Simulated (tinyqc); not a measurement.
ROHF in the sto-6g basis, for Li, spin multiplicity 2, step by step. One step of it, computed by the program tinyqc.

Problem. Iteration 3: DIIS coefficients. Solve [B -1; -1 0][c; lambda] = [0; -1] for the coefficients, which sum to one.

B (overlaps of the stored error matrices):
```
               1              2              3
1  2.8383694e-02  2.9148216e-03  9.3798532e-06
2  2.9148216e-03  2.9933329e-04  9.6325017e-07
3  9.3798532e-06  9.6325017e-07  3.0997250e-09
```

Give: DIIS coefficients.

Solution.

DIIS coefficients: -0.0510  0.4944  0.5566
